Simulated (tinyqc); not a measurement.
Depth and level of a trap from the time ratio.

Problem. For an oxide trap tc/te = exp(E/Vt) with E = E0 - dpsi - (xt/tox)(Vg - VT - dpsi), dpsi being the rise of the surface potential above its value at threshold. Find xt and E0, and the depth that would be read if dpsi were ignored.

Parameters, values chosen for the exercise: temperature T = 200 K; insulator thickness tox = 1.2 nm.

Constants: q = 1.602176634e-19 C, kB = 1.380649e-23 J/K, Vt = kB T/q. Results are converted to the units shown.

Vg - VT (V): [0.52, 0.67]
tc/te: [4.0039700, 0.073574071]
dpsi (V): [0.065236864, 0.069952032]

Answer. E + dpsi is a straight line in the oxide voltage Vg - VT - dpsi with slope -xt/tox and intercept E0. Ignoring dpsi assigns the motion of the bands to the trap and overstates its depth.

xt = 0.5300 nm
E0 = 0.2900 eV
depth read without dpsi = 0.5511 nm

tinyqc, about 0.01 s, one thread, Intel Xeon 2.30GHz (shared host): `OMP_NUM_THREADS=1 python tinyqc.py 2710113 2710114 out.jsonl`
